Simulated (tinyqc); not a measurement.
Inside a calculation. Method: sp3 tight binding, zinc-blende lattice. One step of it, computed by the program tinyqc.

Problem. Levels at L. Diagonalise the Hermitian matrix.

H(k) at L (eV), lower triangle (Hermitian):
```
                      a s                 a px                 a py                 a pz
a s            -17.200000
a px             0.000000            -7.370000
a py             0.000000             0.000000            -7.370000
a pz             0.000000             0.000000             0.000000            -7.370000
c s   -3.234328-3.234328i   1.706576+1.706576i   1.706576+1.706576i   1.706576+1.706576i
c px  -1.706576-1.706576i   0.992432+0.992432i  -2.770241-2.770241i  -2.770241-2.770241i
c py  -1.706576-1.706576i  -2.770241-2.770241i   0.992432+0.992432i  -2.770241-2.770241i
c pz  -1.706576-1.706576i  -2.770241-2.770241i  -2.770241-2.770241i   0.992432+0.992432i

             c s       c px       c py       c pz
c s   -10.350000
c px    0.000000  -3.790000
c py    0.000000   0.000000  -3.790000
c pz    0.000000   0.000000   0.000000  -3.790000
```

Give: eigenvalues.

Solution.

eigenvalues (eV): -20.355  -14.730  -11.194  -11.194  -5.570  0.034  0.034  1.946
